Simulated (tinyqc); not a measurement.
Capillary instabilities by surface diffusion: grooving and agglomeration of films, edge retraction, wire break-up and smoothing of roughness: one step, computed by the program tinyqc.

Isotropic surface energy; shapes change by surface diffusion alone.

Task: Will grooves cut through? Groove angle beta: sin(beta) = gamma_b/(2 gamma). For circular grains of radius R with spherical caps the groove ends (measured from the mean surface) at the depth R g(beta), g = (2 - 3 cos beta + cos^3 beta)/(3 sin^3 beta). The film parts if R g(beta_s) > h.

Inputs (values chosen for the exercise, for a model film):
```
quantity                       value   unit
surface energy gamma_s          1.88  J/m^2
grain-boundary energy gamma_b    0.9  J/m^2
film thickness h                  14     nm
grain radius R                    35     nm
```

Grooves: at the surface only.

Give: beta_s; sum of g; critical R/h; final depth over h.

Result:

beta_s = 13.849 degrees

sum of g = 0.061022

critical R/h = 16.388

final depth over h = 0.15255

The grooves stop short by this estimate; triple junctions groove deeper and may still open.
